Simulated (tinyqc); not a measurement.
Small-signal admittance of a forward-biased p+-n diode: one step of the calculation.

Holes injected into a neutral base of width wb with an ohmic contact at its end; low injection, p0 far above the equilibrium density. A small voltage v exp(i w t), w = 2 pi f, modulates the edge density by p0 v/Vt, and the small-signal density obeys Dp d2p/dx2 = (1/tau + i w) p.

Task. The same by finite differences. 6 equal intervals, h = wb/6; u = small-signal density over its edge value, u_0 = 1, u_6 = 0; u_(i-1) + b u_i + u_(i+1) = 0 with b = -2 - h^2 (1/tau + i w)/Dp; Y = (q Dp p0/(Vt h)) (-b/2 - u_1), which includes the half box at the edge.

Values chosen for this exercise; permittivity close to that of silicon:
```
symbol,value,unit,meaning
T,275,K,temperature
Dp,9.8,cm^2/s,hole diffusion coefficient
tau,9e-9,s,hole lifetime
wb,0.83,um,width of the neutral base
p0,1.7e13,cm^-3,excess hole density at the junction edge
f,3.9e7,Hz,signal frequency
```

Constants: q = 1.602176634e-19 C, kB = 1.380649e-23 J/K, Vt = kB T/q. Results are converted to the units shown.

Give: b; u; Y on the mesh.

Result.

b = -2.002-0.005i
u, node 1 to 5: [0.8299-0.0072i, 0.6617-0.0105i, 0.4950-0.0106i, 0.3293-0.0084i, 0.1645-0.0046i]
Y on the mesh = 13.94+0.78i S/cm^2

tinyqc, about 0.01 s, one thread, Intel Xeon 2.30GHz (shared host): `OMP_NUM_THREADS=1 python tinyqc.py 2890170 2890171 out.jsonl`
